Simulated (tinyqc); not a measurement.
# Resistance of a source-drain extension with a graded tip, step by step

Program tinyqc, `OMP_NUM_THREADS=1 python tinyqc.py 2282021 2282022 out.jsonl`; Intel Xeon 2.30GHz, shared host, one thread, about 0.06 s. Printed values are rounded.

y runs along the channel, the gate covers y > 0. The doping is N0 for y < y0 and N0 10^(-(y - y0)/la) beyond, uniform over the depth xj. Sheet conductance s(y) = q mu(N) max(N - Nch, 0) xj + (for y > 0) ma Cox Vo, with mu(N) = u0 + (u1 - u0)/(1 + (N/Nr)^au) and Cox = eps0 eox/tox. Current is taken as one-dimensional; depletion of the tip, spreading and the contact are left out. The metallurgical junction lies at yj, where N = Nch.

Parameters, values chosen for the exercise; mobility law close to that of holes in silicon: relative permittivity of the gate insulator (close to zirconium oxide) eox = 24.5; insulator thickness tox = 9.6 nm; active doping of the extension far from the gate N0 = 8.8e19 cm^-3; lateral abruptness la = 2.2 nm/decade; position under the gate where the fall begins (gate edge at 0) y0 = -0.2 nm; depth of the extension xj = 22 nm; channel doping Nch = 3e18 cm^-3; gate overdrive Vo = 0.38 V; mobility of the gate-induced layer ma = 34 cm^2/(V s); mobility at low doping u1 = 470.5 cm^2/(V s); mobility at high doping u0 = 44.9 cm^2/(V s); reference doping Nr = 2.23e17 cm^-3; exponent au = 0.719; gate length Lg = 50 nm.

Constants: q = 1.602176634e-19 C, eps0 = 8.8541878128e-14 F/cm where lengths are in cm. Results are converted to the units shown.

## Sheet resistances and junction position

yj = y0 + la log10(N0/Nch); sheet resistance of the full extension 1/[q mu(N0)(N0 - Nch) xj] and of the gate-induced layer 1/(ma Cox Vo); metallurgical length Lg - 2 yj; ye is where the doped and the gate-induced conductances are equal.

yj = 3.02820 nm
sheet resistance of the extension = 659.521 ohm/square
sheet resistance of the induced layer = 34252.6 ohm/square
metallurgical length = 43.9436 nm
ye = 2.78032 nm
N at ye = 3.88860e18 cm^-3

The gate takes over 0.248 nm before the junction, where N is still 1.30 times the channel doping.

## Resistance of the overlapped part

Midpoint rule on 9 equal steps from 0 to yj: R_ov = sum h/s(y), per width.

```
point	y (nm)	N (cm^-3)	doped conductance (uS)	sheet resistance (ohm/square)
0	0.168233	5.98555e19	1050.09	926.544
1	0.504699	4.20886e19	751.039	1281.67
2	0.841165	2.95955e19	536.208	1768.65
3	1.17763	2.08107e19	380.519	2440.73
4	1.51410	1.46335e19	266.237	3384.88
5	1.85056	1.02898e19	180.771	4762.67
6	2.18703	7.23551e18	115.151	6927.81
7	2.52350	5.08780e18	62.9430	10853.3
8	2.85996	3.57759e18	19.5115	20531.2
```

R_ov = 17.791 ohm um

The exact integral is 18.305 ohm um; the coarse sum is 2.8 % below it.
